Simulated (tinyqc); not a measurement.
Hubbard chain of 3 sites, step by step. Computed by tinyqc, a small Python program that keeps every step. Settings: hopping = 0.87, U = 8.1, mixing = 1, iteration cap = 75. Command: `OMP_NUM_THREADS=1 python tinyqc.py 27263 27264 out.jsonl` (the two numbers bound the seeds that draw the settings). One thread of a shared host (Intel(R) Xeon(R) Processor @ 2.60GHz), about 0.2 s of CPU time with the checks.

one-body matrix (hopping and site energies) (eV), order 1, 2, 3:
```
[[0.6600, -0.8700, 0.0000],
 [-0.8700, -0.4400, -0.8700],
 [0.0000, -0.8700, -0.7400]]
```

U = 8.1000 eV

electrons, up and down: [2, 1]

n(up) at the start (a guess, not normalised): [0.6670, 0.6670, 0.6670]

n(down) at the start (a guess): [0.3330, 0.3330, 0.3330]

Each step fills the lowest levels of T + U n(other spin) and sets n(new) = n + mixing (n(out) - n); stop when output and input agree to 1e-8.

Course of the cycle:
```
iteration    E (eV)  largest |n(out) - n(in)|  mean |n_up - n_down|
1          3.020707                  3.19e-01                0.3333
2          5.530840                  7.65e-01                0.3333
3          5.313538                  9.29e-01                0.3333
4          7.706145                  9.66e-01                0.3345
5          5.819358                  9.74e-01                0.3333
6          7.790728                  9.75e-01                0.3333
7          5.824224                  9.75e-01                0.3333
8          7.791167                  9.75e-01                0.3333
9          5.824247                  9.75e-01                0.3333
10         7.791169                  9.75e-01                0.3333
11         5.824247                  9.75e-01                0.3333
...             ...                       ...                   ...
65         5.824247                  9.75e-01                0.3333
66         7.791169                  9.75e-01                0.3333
67         5.824247                  9.75e-01                0.3333
68         7.791169                  9.75e-01                0.3333
69         5.824247                  9.75e-01                0.3333
70         7.791169                  9.75e-01                0.3333
71         5.824247                  9.75e-01                0.3333
72         7.791169                  9.75e-01                0.3333
73         5.824247                  9.75e-01                0.3333
74         7.791169                  9.75e-01                0.3333
75         5.824247                  9.75e-01                0.3333
```

Can the last value be used, and what does the course show?

Not by the stop rule. Not converged within 75 iterations: the residual has stopped falling: the iteration swings between two states. The lowest mean-field energy found from random starts is -0.89521 eV. Reruns (cap 100 unless said): mixing 0.2: converged in 93 (E = -0.89521); mixing 0.5: converged in 33 (E = -0.89521); mixing 0.9: not converged; the original settings with a cap of 400: not converged.
